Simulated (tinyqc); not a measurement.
Two-sublattice mean-field magnet: ferrimagnet, compensation points and susceptibility: one step, computed by the program tinyqc.

A random alloy A(1-x)B(x) with H = -sum over pairs J S_i.S_j. a = <S_A> and b = <S_B> are taken along z, a > 0. Exchange fields: h_A = (1 - x) zJ_AA a + x zJ_AB b, h_B = (1 - x) zJ_AB a + x zJ_BB b; a = S_A B_(S_A)(S_A h_A/(k_B T)) and likewise for b, with the Brillouin function B_S(y) = [(2S + 1)/(2S)] coth[(2S + 1) y/(2S)] - [1/(2S)] coth[y/(2S)].

Problem. Ordering temperature. Linearised, T (a, b) = M (a, b) with M_ij = S_i (S_i + 1) c_j zJ_ij/(3 k_B), c_A = 1 - x, c_B = x. T_c is the larger eigenvalue, and its eigenvector gives b/a at onset, (T_c - M_AA)/M_AB.

Inputs (values chosen for the exercise, for a model ferrimagnet):
```
quantity               value  unit
spin S_A                   1     -
spin S_B                 2.5     -
fraction x of B sites   0.16     -
z J_AA                  38.3   meV
z J_BB                   5.7   meV
z J_AB                  -9.9   meV
T over T_c              0.63     -
```

Constants: k_B = 8.617333262e-05 eV/K.

Give: M; eigenvalues; T_c; b/a at onset; T.

Solution.

M (K):
```
        A      B
A   248.9  -12.3
B  -281.5   30.9
```

eigenvalues (K): 16.1  263.7

T_c = 263.7 K

b/a at onset = -1.209

T = 166.1 K

The antiferromagnetic A-B coupling raises T_c by 15 K over that of A alone.
